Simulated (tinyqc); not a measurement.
# Hot electrons in a saturated n-channel MOSFET, lucky-electron model: several studies

Beyond pinch-off the lateral field grows as Esat cosh(y/l) over the velocity-saturated region (pseudo-two-dimensional model). Impact ionisation in this region gives the substrate current, which biases the body forward through Rsub. Currents are per width. Local-field laws: they overstate ionisation when the field peak is narrower than an energy relaxation length.

Parameters, values chosen for the exercise; values close to those of silicon n-channel devices:
```
symbol,value,unit,meaning
L,0.5,um,channel length
tox,13,nm,oxide thickness
xj,150,nm,junction depth
VT,0.62,V,threshold
mu,300,cm^2/(V s),effective mobility
vs,7.4e6,cm/s,saturation velocity
Ai,2e6,1/cm,ionisation prefactor
Bi,1.72,MV/cm,ionisation field
Rd,700,ohm um,resistance of the lightly doped drain
Rsub,19000,ohm um,substrate resistance
kb,0.45,,fall of VT per volt of forward body bias
m,3.3,,lifetime exponent
Hl,1900,s uA/um,lifetime constant
Vd,3.7,V,drain voltage
Vg,2.5,V,gate voltage
```

Constants: eps0 = 8.8541878128e-14 F/cm where lengths are in cm. Results are converted to the units shown.

Each table varies one quantity; the others keep the values above.

## Effect of the junction depth

Cox = 3.9 eps0/tox, l = sqrt(3 tox xj), Esat = 2 vs/mu. Overdrive g = Vg - VT + kb Vb; Vdsat = g Esat L/(g + Esat L); Id = Cox vs (g - Vdsat); dV = Vd - Id Rd - Vdsat; Em = sqrt((dV/l)^2 + Esat^2); Isub = Id (Ai/Bi) l Em exp(-Bi/Em). Vb = Rsub Isub is solved self-consistently. Lifetime tau = (Hl/Id)(Isub/Id)^(-m); 1 year = 3.15576e7 s.

Results:

| xj (nm) | Id (uA/um) | Em (MV/cm) | Isub (uA/um) | Isub/Id | tau (years) |
|---|---|---|---|---|---|
| 60 | 180.53 | 0.51076 | 17.881 | 0.099047 | 6.8678e-4 |
| 81 | 171.86 | 0.44481 | 10.454 | 0.060829 | 0.0036052 |
| 110 | 166.25 | 0.38509 | 5.6013 | 0.033693 | 0.026183 |
| 150 | 162.93 | 0.33207 | 2.7090 | 0.016627 | 0.27475 |
| 280 | 160.34 | 0.24612 | 0.44225 | 0.0027583 | 104.83 |
| 380 | 160.00 | 0.21286 | 0.14922 | 9.3259e-4 | 3763.1 |

Estimate the missing row, xj = 200 nm.

Computed row:

| xj (nm) | Id (uA/um) | Em (MV/cm) | Isub (uA/um) | Isub/Id | tau (years) |
|---|---|---|---|---|---|
| 200 | 161.26 | 0.28921 | 1.2515 | 0.0077611 | 3.4307 |

With this row back in the table: As xj goes from 60 to 380 nm, Em falls from 0.511 to 0.213 MV/cm, Isub falls from 17.9 to 0.149 uA/um and tau rises from 6.87e-4 to 3760 years. From the first row to the last, log10(tau) changes by 6.7: 6.7 from (Isub/Id)^(-m), which holds Em and l, and 0.052 from 1/Id. At xj = 380 nm tau is a far extrapolation that only says that hot carriers are no limit.

## Effect of the gate voltage

Same model as above.

Effect of the gate voltage:

| Vg (V) | Id (uA/um) | Em (MV/cm) | Isub (uA/um) | Isub/Id | tau (years) |
|---|---|---|---|---|---|
| 0.77 | 1.724 | 0.4675 | 0.1810 | 0.1050 | 0.05931 |
| 1.14 | 18.48 | 0.4278 | 1.261 | 0.06827 | 0.02291 |
| 1.5 | 47.16 | 0.3964 | 2.170 | 0.04601 | 0.03302 |
| 1.87 | 85.15 | 0.3695 | 2.662 | 0.03127 | 0.06542 |
| 2.24 | 129.2 | 0.3465 | 2.781 | 0.02152 | 0.1478 |
| 2.6 | 176.4 | 0.3268 | 2.657 | 0.01506 | 0.3515 |
| 2.97 | 228.3 | 0.3088 | 2.389 | 0.01046 | 0.9047 |
| 3.33 | 281.5 | 0.2928 | 2.062 | 0.007323 | 2.381 |
| 3.7 | 338.5 | 0.2777 | 1.709 | 0.005048 | 6.758 |

As Vg goes from 0.77 to 3.7 V, Em falls from 0.468 to 0.278 MV/cm, Isub goes from 0.181 through a maximum of 2.78 (at Vg = 2.24 V among the rows listed) to 1.71 uA/um and tau goes from 0.0593 through a minimum of 0.0229 (at Vg = 1.14 V among the rows listed) to 6.76 years. Id grows with Vg while the rising Vdsat lowers the field, hence the bell shape; the peak row has Vg/Vd = 0.61. At Vg = 0.77 V Isub/Id passes 0.1, where multiplication of the secondary carriers, left out here, counts.

## Effect of the oxide thickness

Same model as above.

Effect of the oxide thickness:

| tox (nm) | Id (uA/um) | Em (MV/cm) | Isub (uA/um) | Isub/Id | tau (years) |
|---|---|---|---|---|---|
| 7.2 | 319.1 | 0.4194 | 14.66 | 0.04593 | 0.004905 |
| 8.9 | 247.6 | 0.3882 | 8.424 | 0.03403 | 0.01702 |
| 11 | 195.1 | 0.3565 | 4.568 | 0.02342 | 0.07411 |
| 14 | 150.7 | 0.3215 | 2.124 | 0.01410 | 0.5122 |
| 17 | 123.2 | 0.2950 | 1.085 | 0.008812 | 2.954 |
| 21 | 99.29 | 0.2682 | 0.4930 | 0.004965 | 24.33 |
| 26 | 80.03 | 0.2433 | 0.2080 | 0.002599 | 255.5 |

As tox goes from 7.2 to 26 nm, Em falls from 0.419 to 0.243 MV/cm, Isub falls from 14.7 to 0.208 uA/um and tau rises from 0.00490 to 255 years. From the first row to the last, log10(tau) changes by 4.7: 4.1 from (Isub/Id)^(-m), which holds Em and l, and 0.60 from 1/Id.

Program tinyqc, `OMP_NUM_THREADS=1 python tinyqc.py 2550113 2550114 out.jsonl`; Intel Xeon 2.30GHz, shared host, one thread, about 0.01 s.
